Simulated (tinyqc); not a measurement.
## Voltage drop against the pad pitch

A grid of 13 by 13 nodes with segments Rx (rows) and Ry (columns); every node draws I1 and the central node kh I1; pads with resistance Rp sit at the nodes whose row and column are multiples of the pitch, counting from 0. The drops u = Vdd - V follow from G u = i, with G the conductance matrix and i the load currents, solved directly.

Parameters, values chosen for the exercise: supply voltage Vdd = 0.7 V; resistance of a horizontal segment Rx = 0.33 ohm; resistance of a vertical segment Ry = 0.31 ohm; resistance from a pad node to the supply Rp = 0.49 ohm; factor on the load at the hot node kh = 8; load current of a node in the large grid I1 = 0.15 mA.

Voltage drop against the pad pitch:
columns A: pitch (nodes); B: pads; C: worst drop (mV); D: mean drop (mV); E: largest drop at a pad (mV); F: largest pad current (mA); G: worst drop over Vdd (%)
```
A     B        C         D        E        F         G
1   169  0.17171  0.076544  0.17171  0.35042  0.024530
2    49  0.40160   0.29489  0.40160  0.81959  0.057371
3    25  0.72649   0.61481  0.70510   1.4390   0.10378
4    16   1.3019    1.0169  0.93577   1.9097   0.18599
6     9   2.1174    1.9460   1.8373   3.7497   0.30249
12    4   6.0166    5.3952   3.2340   6.6000   0.85951
```

The worst drop goes from 0.172 to 6.02 mV while the number of pads falls from 169 to 4; between the last two rows it goes as pitch^(1.51). The largest drop at a pad is 100 % of the worst drop in the first row and 53.8 % in the last; the rest falls along the wires.

Program tinyqc, `OMP_NUM_THREADS=1 python tinyqc.py 2770212 2770213 out.jsonl`; Intel Xeon 2.30GHz, shared host, one thread, about 0.1 s.
